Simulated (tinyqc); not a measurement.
## Disorder from G

Inverse problem. A flat band at zero energy with self-consistent Born disorder has G = 1/(z - D G), z = E + i eta. Find D and the half-width 2 sqrt(D) of the broadened level.

Inputs (values chosen for the exercise):
- eta = 0.01 eV (bare broadening)
- E = 0.188 eV (energy from the band centre)

G = 4.2736218-5.0231299i 1/eV

Solution. D = (z - 1/G)/G, which comes out real.

D = 0.02100 eV^2
half-width = 0.2898 eV

Numbers from tinyqc (`OMP_NUM_THREADS=1 python tinyqc.py 2720117 2720118 out.jsonl`; about 0.01 s on one thread of a shared Intel Xeon 2.30GHz).
